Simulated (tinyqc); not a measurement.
Bulk resistivity and mean free path from two films.

Question. In the thick-film limit single-crystal films obey rho = rho0 (1 + 3 (1 - ps) lam/(8 d)). Find rho0, lam and the product rho0 lam.

Parameters, values chosen for the exercise:
- ps = 0 (specular share of surface scattering)

rho at d = 66 and 350 nm (uohm cm): [2.0382159, 1.7313207]

Answer. rho is a straight line in 1/d: the intercept is rho0 and the slope (3/8)(1 - ps) rho0 lam. Without ps only the product (1 - ps) lam could be found.

rho0 = 1.66 uohm cm
lam = 40.1 nm
rho0 lam = 66.6 uohm cm nm

Program tinyqc, `OMP_NUM_THREADS=1 python tinyqc.py 2100133 2100134 out.jsonl`; Intel Xeon 2.30GHz, shared host, one thread, about 0.01 s.
